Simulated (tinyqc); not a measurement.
Haynes-Shockley experiment: drift, diffusion and decay of a minority-carrier pulse: one step, computed by the program tinyqc. Command: `OMP_NUM_THREADS=1 python tinyqc.py 3113951 3113952 out.jsonl haynes walk`. One thread of a shared host (Intel(R) Xeon(R) Processor @ 2.30GHz), about 0.01 s of CPU time with the checks.

A thin sheet of excess carriers is made at x = 0, t = 0 in a long uniform bar; injection is low, so the pulse moves with the minority mobility.

Question. Transport coefficients. D = mu k_B T/e, v = mu F. Transit time d/v, diffusion length sqrt(D tau), drift length v tau, Peclet number v d/D = e F d/(k_B T).

Inputs (values chosen for the exercise, modelled on electrons in p-type germanium in a lightly doped bar):
```
quantity,value,unit
minority mobility mu,3440,cm^2/(V s)
lifetime tau,69,microsecond
temperature T,300,K
field F,6.4,V/cm
distance d to the collector,0.71,cm
```

Constants: k_B = 8.617333262e-05 eV/K.

Give: D; drift velocity v; transit time d/v; diffusion length; drift length v tau; Peclet number.

Answer.

D = 88.93 cm^2/s

drift velocity v = 22016 cm/s

transit time d/v = 32.25 microsecond

diffusion length = 783.3 micrometre

drift length v tau = 1.519104 cm

Peclet number = 175.8

The pulse must travel 0.467 drift lengths.
